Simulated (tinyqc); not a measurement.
Worked calculation: Stillinger-Weber potential for a tetrahedral semiconductor. Computed by tinyqc, a small Python program that keeps every step. Command: `OMP_NUM_THREADS=1 python tinyqc.py 3012142 3012143 out.jsonl swsi walk`. One thread of a shared host (Intel(R) Xeon(R) Processor @ 2.30GHz), about 0.03 s of CPU time with the checks. Intermediate numbers are printed to about 6 digits and carried at full precision; extremes and crossings named in words are read from the listed rows.

With x = r/sigma: pair term eps A (B x^-4 - 1) exp(1/(x - a)); for each pair of neighbours j, k of atom i, three-body term eps lambda exp(gamma/(x_ij - a) + gamma/(x_ik - a)) (cos theta_jik + 1/3)^2; both vanish beyond x = a. A = 7.049556277, B = 0.6022245584, a = 1.8.

Inputs (values chosen for the exercise, modelled on silicon):
```
quantity                    value      unit
energy scale eps            2.164        eV
length scale sigma          2.074  angstrom
three-body strength lambda     20         -
gamma                         1.2         -
bond 1 of the trimer         2.58  angstrom
bond 2 of the trimer         2.28  angstrom
angle of the trimer theta     104   degrees
```

displacement of one atom (angstrom): -0.044  0.17  -0.19

Constants: 1 eV/angstrom^3 = 160.2176634 GPa.

## A trimer

Atom 1 binds atoms 2 and 3 at the angle theta; the third side follows from the cosine rule. Sum the three pair terms and the three-body terms centred on each atom.

distance 2-3 = 3.83418 angstrom

pair terms (eV): 1-2 -1.89039, 1-3 -2.15141, 2-3 0.00000

three-body term at atom 1 = 0.00753737 eV

three-body terms at atoms 2 and 3 = 0 eV

energy of the trimer = -4.03426 eV

The cut-off is 3.733 angstrom, so atoms 2 and 3 do not interact directly.

## The diamond lattice

All angles are tetrahedral, so only the pair term acts; its minimum lies at x = 2^(1/6) with depth eps, and second neighbours lie beyond the cut-off. a0 = 4 d/sqrt3; E = -2 eps per atom.

bond length d = 2.32799 angstrom

lattice constant a0 = 5.37625 angstrom

energy per atom = -4.328 eV

## Elastic constants and internal strain

Second derivatives of the energy per atom, volume a0^3/8: e_xx gives C11, e_xx = -e_yy gives 2 (C11 - C12), e_xy = e_yx = h/2 gives the unrelaxed C44(0). Under that shear the second sublattice shifts by u_z; minimising over u_z gives C44 = C44(0) - E_hu^2/(E_uu V) and Kleinman's zeta = |E_hu/E_uu|/(a0/4). The optical force constant is k = 4 E_uu, with M omega^2 = k at the zone centre.

C11 = 153.334 GPa

C12 = 79.8469 GPa

unrelaxed C44(0) = 112.508 GPa

C44 = 55.9682 GPa

internal strain zeta = 0.642407

optical force constant k = 36.7783 eV/angstrom^2

Internal relaxation lowers C44 by 50 %. zeta = 1 would keep all bond lengths equal under shear and 0 would move atoms with the lattice; the value here is 0.64. Caution: the original fit to silicon is too soft in shear (C44) and too stiff for the optical mode.

## One atom displaced in the eight-atom cell

Cubic cell of side a0 with periodic images; atoms 1 to 4 at (0,0,0), (0,1/2,1/2), (1/2,0,1/2), (1/2,1/2,0), atoms 5 to 8 shifted by (1/4,1/4,1/4). Atom 5 is moved by u. Forces are minus the gradient of the total energy.

bond lengths from atom 5 to atoms 1 to 4 (angstrom): 2.30530  2.32851  2.56368  2.15337

rise of the pair energy = 0.431340 eV

three-body energy = 0.126397 eV

forces (eV/angstrom):
```
               x         y         z
atom 5  -0.13327  -2.80526   3.17447
atom 1  -0.16314   0.05745  -0.46607
atom 2  -0.04197   0.30776  -0.21822
atom 3  -0.88900   1.11007  -1.14046
atom 4   1.24786   1.40958  -1.44252
```

Bond bending carries 23 % of the energy rise. The four neighbours take up a total force of 4.361 against 4.238 eV/angstrom on atom 5; the difference acts on atoms 6 to 8.

## Diamond against structures with more neighbours

Each structure is relaxed in its neighbour distance d (lowest minimum for d between sigma and 1.7 sigma), with all neighbours inside the cut-off, second shells too where they fall inside.

Energies per atom (eV):
```
structure     first neighbours  d (angstrom)      pair  three-body     total  volume (angstrom^3)
diamond                      4       2.32799  -4.32800     0.00000  -4.32800              19.4245
simple cubic                 6       2.57560  -5.69694     1.56611  -4.13083              17.0858
bcc                          8       2.77240  -6.54656     2.38398  -4.16258              16.4039
fcc                         12       2.89246  -6.53010     2.47807  -4.05202              17.1114
```

The order is diamond < bcc < simple cubic < fcc, the lowest two 0.165 eV apart. Against diamond the pair energy changes by -1.37 (simple cubic), -2.22 (bcc), -2.20 (fcc) eV, while angles away from 109.47 degrees cost 1.57, 2.38, 2.48 eV; the bonds stretch to 2.89 angstrom in fcc to weaken that penalty.

Checks made by the program: lattice sum at a0 (relative difference below 1e-10); B from the pair term alone, phi''(d)/(3 a0), against (C11 + 2 C12)/3 (relative difference 6e-07).
